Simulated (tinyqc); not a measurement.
## Length offset and series resistance from crossing lines

Question. R_total = Rs + k (L - dL)/Vo with constant Rs, dL and k. Find k, dL and Rs.

R_total at (L, Vo) = (90, 0.33), (270, 0.33), (90, 0.79) and (270, 0.79), L in nm and Vo in V (ohm um): [1467.3030, 4358.2121, 834.18987, 2041.7848]

Answer. At each overdrive R is a straight line in L with slope k/Vo; the two lines cross at L = dL, R = Rs.

k = 5.30 ohm um V/nm
dL = 22.3 nm
Rs = 380 ohm um

Numbers from tinyqc (`OMP_NUM_THREADS=1 python tinyqc.py 2282210 2282211 out.jsonl`; about 0.07 s on one thread of a shared Intel Xeon 2.30GHz).
